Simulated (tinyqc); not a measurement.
Ballistic transport through the one-dimensional subbands of a rectangular nanowire or nanosheet channel: one step, computed by the program tinyqc. Command: `OMP_NUM_THREADS=1 python tinyqc.py 3015406 3015407 out.jsonl wire walk`. One thread of a shared host (Intel(R) Xeon(R) Processor @ 2.30GHz), about 0.02 s of CPU time with the checks.

Hard walls, parabolic subbands, transport along x. Energies are counted from the bulk conduction band edge at the top of the barrier, which the gate pulls down by U; the source Fermi level lies at the bulk edge when U = 0.

Question. Conductance, capacitance and scattering. Linear conductance G = (2 e^2/h) sum_i g f(eta_i), g = 2, f = 1/(1 + exp(-eta_i)), with the barrier frozen at the eta_i above; current per perimeter I/(2(a + b)); with scattering, transmission lambda/(lambda + L) and low-bias resistance (1 + L/lambda)/G.

Inputs (values chosen for the exercise, modelled on silicon):
```
quantity                                   value  unit
height a                                     2.5    nm
width b                                      4.4    nm
temperature T                                 77     K
mean free path for back-scattering lambda    190    nm
channel length L                              12    nm
```

Valleys: silicon [100] wire.

Occupation:
```
subband      eta_i    n_i (1/nm)  I_i (microampere)
1         11.40614  7.525637e-01       1.549578e+00
2        -14.29374  7.771262e-08       4.961601e-07
3        -17.90632  2.096855e-09       1.338747e-08
4        -23.75670  6.036435e-12       3.853991e-11
5        -26.54579  8.201521e-13       2.369340e-12
6        -34.81295  9.530486e-17       6.084786e-16
7        -39.52830  8.536146e-19       5.449944e-18
8        -61.60854  2.197534e-28       1.403027e-27
9        -64.12541  1.773673e-29       1.132410e-28
10       -66.76043  1.272036e-30       8.121374e-30
```

ballistic current I = 1.549579 microampere

Constants: e = 1.602176634e-19 C; h = 6.62607015e-34 J s.

Give: open modes sum g f; ballistic conductance; current per perimeter; transmission; low-bias resistance with scattering.

Answer.

open modes sum g f = 2.000

ballistic conductance = 155.0 microsiemens

current per perimeter = 112.3 microampere/micrometre

transmission = 0.9406

low-bias resistance with scattering = 6.861 kiloohm

Even without scattering the wire has h/(2 e^2 M) = 6.45 kiloohm, which sits in the contacts.
